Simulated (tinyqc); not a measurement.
# Changing the pulse time t

Model: atomic layer deposition: Langmuir saturation, growth per cycle and coating of deep features. Computed by tinyqc, a small Python program. Command: `OMP_NUM_THREADS=1 python tinyqc.py 3006726 3006727 out.jsonl ald sweep`. One thread of a shared host (Intel(R) Xeon(R) Processor @ 2.30GHz), about 0.04 s of CPU time with the checks.

Precursor A sticks only on free sites, so a long enough pulse saturates; co-reactant B then frees the sites again.

Inputs (values chosen for the exercise, modelled on hafnium oxide from an amide and water):
```
quantity                                 value      unit
precursor mass M                           411         u
site density q                             3.1    1/nm^2
growth per cycle at saturation G             1  angstrom
sticking probability beta on free sites   0.08         -
precursor pressure p                       2.7        Pa
temperature T                              300         C
co-reactant completion per pulse c_B      0.95         -
desorption energy E_d                     1.64        eV
purge time t_p                             1.8         s
aspect ratio a                             140         -
```

Feature: round hole.

Constants: u = 1.6605390666e-27 kg; k_B = 1.380649e-23 J/K; k_B = 8.617333262e-05 eV/K.

Method:
- Wall flux F = p/sqrt(2 pi M k_B T); rate of filling k_a = beta F/q; desorption k_d = 1e13 exp(-E_d/(k_B T)) per second. 1/m^2 = 1e-18/nm^2.
- Temperatures in kelvin are T(C) + 273.15.
- One cycle from coverage th0: pulse A gives th1 = th_s + (th0 - th_s) exp(-(k_a + k_d) t), th_s = k_a/(k_a + k_d); the purge leaves th2 = th1 exp(-k_d t_p); pulse B converts c_B th2 into film and leaves th3 = (1 - c_B) th2. Growth = G c_B th2.
- The periodic state has th0 = th3: th0 = (1 - c_B) e_p th_s (1 - e_a)/(1 - (1 - c_B) e_p e_a), with e_a = exp(-(k_a + k_d) t), e_p = exp(-k_d t_p).
- Share of impinging molecules used = q (th1 - th0)/(F t).
- Diffusion-limited filling (Gordon) of a round hole of diameter w: a saturation front at depth z needs dz/dt = D_K n/(z (4q/w)), with Knudsen D_K = w c/3 and F = n c/4; including the entrance and floor terms, t = (q/F)(1 + 19a/4 + 3a^2/2). Reaction-limited filling needs ln(100)/k_a at any depth, k_a = beta F/q. Flow is molecular. The front picture holds when the modulus a sqrt(beta) is well above 1.
- Depth reached by the given pulse: solve the same formula for a. Exposure = p x diffusion-limited time; 1 langmuir = 1.33322e-4 Pa s.

One run for each value; columns: (1) pulse time t (s); (2) growth per cycle (angstrom); (3) share of impinging molecules used; (4) aspect ratio reached by the front in time t:
```
(1)          (2)      (3)        (4)
3.50e-05  0.0122  0.07942          0
8.70e-05  0.0301  0.07857          0
2.20e-04  0.0740  0.07646  8.439e-03
5.40e-04  0.1704  0.07171  2.988e-01
1.30e-03  0.3548  0.06201  8.535e-01
3.30e-03  0.6412  0.04415  1.916e+00
8.20e-03  0.8491  0.02353  3.679e+00
2.00e-02  0.8867  0.01008  6.472e+00
5.10e-02  0.8872  0.00395  1.117e+01
1.30e-01  0.8872  0.00155  1.870e+01
```

Over the rows, growth per cycle (angstrom) rises from 0.0122 to 0.887; share of impinging molecules used falls from 0.0794 to 0.00155 (exponent d ln y / d ln x -0.012 between the first rows and -1.00 between the last); aspect ratio reached by the front in time t rises from 0 to 18.7, flat over part of the range. At the high end the exponent of growth per cycle is 0.00, close to 0: self-limiting growth. At the low end the exponent of growth per cycle is 0.99, close to 1: far from saturation. At the high end the exponent of share of impinging molecules used is -1.00, close to -1: after saturation more gas is wasted. At the low end the exponent of share of impinging molecules used is -0.01, close to 0: every molecule still finds free sites. Growth saturates once k_a t passes a few units, since A sticks only on free sites; longer pulses then serve only depth.

Caution (rows 3.50e-5, 8.70e-5, 2.20e-4, 5.40e-4, 0.00130, 0.00330): common pulse valves need about 10 ms, so a pulse this short is formal. Caution (rows 3.50e-5, 8.70e-5, 2.20e-4, 5.40e-4, 0.00130, 0.00330, 0.00820): the pulse is shorter than ln(100)/k_a, so even the open surface is not saturated and the depth reached has no meaning. Caution (rows 3.50e-5, 8.70e-5, 2.20e-4, 5.40e-4, 0.00130, 0.00330, 0.00820, 0.0200): the depth reached is formal here: it is under 2/sqrt(beta), so no sharp front has formed.
